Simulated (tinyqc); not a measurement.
## Four-point probe at the centre of a round wafer

Four collinear probes with spacing s at the centre of a thin disc of diameter d with an insulating edge: Rs = C V/I, C = pi/{ln 2 + ln[((d/s)^2 + 3)/((d/s)^2 - 3)]}; C tends to pi/ln 2 = 4.5324. x = d/s.

Values chosen for this exercise: sheet density of the layer ns = 7.3e14 cm^-2; drift mobility mu = 55 cm^2/(V s); current I = 1000 uA.

Constants: q = 1.602176634e-19 C. Results are converted to the units shown.

Four-point probe at the centre of a round wafer:
```
x        C  C over its limit  V for Rs = 1/(q ns mu) (mV)
3    2.266            0.5000                        68.60
3.5  2.633            0.5810                        59.04
4    2.929            0.6462                        53.08
5    3.362            0.7419                        46.23
7.5  3.927            0.8665                        39.58
10   4.171            0.9203                        37.27
15   4.364            0.9630                        35.62
20   4.436            0.9788                        35.04
40   4.508            0.9946                        34.48
100  4.528            0.9991                        34.33
```

What does the table show?

C rises from 2.266 to 4.528. Using 4.5324 overstates Rs by 100 % in the first row and by under 1 % from d/s = 40 on among the rows.

Numbers from tinyqc (`OMP_NUM_THREADS=1 python tinyqc.py 2850213 2850214 out.jsonl`; about 0.01 s on one thread of a shared Intel Xeon 2.30GHz).
